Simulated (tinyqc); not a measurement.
# Physical sputtering: collision-cascade yield, angular dependence, faceting and resputtering in deposition, step by step

A worked calculation. Computed by tinyqc, a small Python program that keeps every step. Command: `OMP_NUM_THREADS=1 python tinyqc.py 3005798 3005799 out.jsonl sputter walk`. One thread of a shared host (Intel(R) Xeon(R) Processor @ 2.30GHz), about 0.01 s of CPU time with the checks. Intermediate numbers are printed to about 6 digits and carried at full precision; extremes and crossings named in words are read from the listed rows.

Ions start collision cascades; atoms that reach the surface with more than U leave. The target is amorphous or fine-grained.

Inputs (values chosen for the exercise, modelled on gallium ions on germanium):

| quantity | value | unit |
|---|---|---|
| ion Z1 | 31 | - |
| ion mass M1 | 69.7 | u |
| target Z2 | 32 | - |
| target mass M2 | 72.6 | u |
| surface binding energy U | 3.85 | eV |
| target density N | 44.2 | 1/nm^3 |
| fit factor Q | 0.62 | - |
| ion energy E | 83 | eV |
| current density J | 0.99 | mA/cm^2 |
| angular exponent f | 1.5 | - |
| angle of the largest yield | 62 | degrees |
| angle of incidence | 25 | degrees |
| deposition rate over sputter rate on a flat surface, D/S | 4.3 | - |

Constants: e = 1.602176634e-19 C.

## Yield at normal incidence

gamma = 4 M1 M2/(M1 + M2)^2; threshold E_th = 6.7 U/gamma for M1 >= M2, else U (1 + 5.7 M1/M2)/gamma. eps = 0.03255 M2 E/(Z1 Z2 (M1 + M2) z), z = (Z1^(2/3) + Z2^(2/3))^(1/2), E in eV; s_n = 3.441 sqrt(eps) ln(eps + 2.718)/(1 + 6.355 sqrt(eps) + eps (6.882 sqrt(eps) - 1.708)); S_n = 84.78 Z1 Z2 M1 s_n/((M1 + M2) z) in eV angstrom^2; alpha = 0.249 (M2/M1)^0.56 + 0.0035 (M2/M1)^1.5 for M1 <= M2, else 0.0875 (M2/M1)^(-0.15) + 0.165 M2/M1; Y0 = 0.042 Q alpha S_n/U [1 - sqrt(E_th/E)]^2.5 (the electronic-loss factor of the full formula is dropped). Erosion rate = Y0 J/(e N); 1 cm^2 = 1e14 nm^2.

energy transfer factor gamma = 0.999585

threshold E_th = 24.9288 eV

reduced energy eps = 3.11102e-04

nuclear stopping S_n = 503.595 eV angstrom^2

alpha = 0.258470

yield Y0 = 0.120900 atoms per ion

erosion rate = 10.1409 nm/min

The threshold factor is 0.137; the energy cost is 687 eV per removed atom, 178 times U. Caution: within a few times the threshold, cascades are short and these fits are rough.

## Oblique incidence

Angular law: Y/Y0 = t^f exp(-f cos(a_opt)(t - 1)), t = 1/cos(angle), largest at a_opt. A plane tilted by the angle recedes along the beam at a speed proportional to Y(angle), and along its own normal as Y cos(angle).

Y/Y0 at the angle = 1.07763

yield at the angle = 0.130285 atoms per ion

normal speed relative to a flat surface = 0.976665

largest Y/Y0 = 1.40274

## Deposition with resputtering

With a directional flux, net growth along the beam is D - S Y(angle)/Y0. Slopes where Y/Y0 exceeds D/S are etched: solve Y/Y0 = D/S below a_opt, if the largest Y/Y0 exceeds D/S. The normal speed is largest where f (1 - cos(a_opt)/cos(angle)) = 1, cos(angle) = f cos(a_opt)/(f - 1), or at angle 0 if this exceeds 1.

Angle of zero net growth: none: every slope grows

angle of the largest normal speed = 0 degrees

Deposition outweighs sputtering at every angle, so no slope is cut back.

## Yield over energy

The formulas are those given above.

Normal incidence:

| E (eV) | eps | S_n (eV angstrom^2) | Y0 | Y0 per keV |
|---|---|---|---|---|
| 50 | 1.87411e-04 | 399.80 | 0.03273 | 0.65459 |
| 100 | 3.74822e-04 | 547.44 | 0.16978 | 1.69784 |
| 200 | 7.49644e-04 | 741.02 | 0.43611 | 2.18056 |
| 300 | 1.12447e-03 | 878.77 | 0.65655 | 2.18849 |
| 500 | 1.87411e-03 | 1080.38 | 1.00419 | 2.00838 |
| 1000 | 3.74822e-03 | 1405.48 | 1.59896 | 1.59896 |
| 2000 | 7.49644e-03 | 1786.88 | 2.32356 | 1.16178 |
| 5000 | 1.87411e-02 | 2357.25 | 3.43157 | 0.68631 |
| 10000 | 3.74822e-02 | 2810.12 | 4.32222 | 0.43222 |
| 30000 | 1.12447e-01 | 3461.93 | 5.62537 | 0.18751 |
| 100000 | 3.74822e-01 | 3763.22 | 6.32225 | 0.06322 |

The yield per keV peaks at 300 eV among these rows, 12 times the threshold, the most economical range for removing atoms. Y0 varies as E^2.38 between the first rows and as E^0.10 at the end, where nuclear stopping is flattening. Caution: the electronic-loss factor, dropped here, would lower the yields at the highest energies slightly.

Checks made by the program: position of the angular maximum (relative difference below 1e-10).
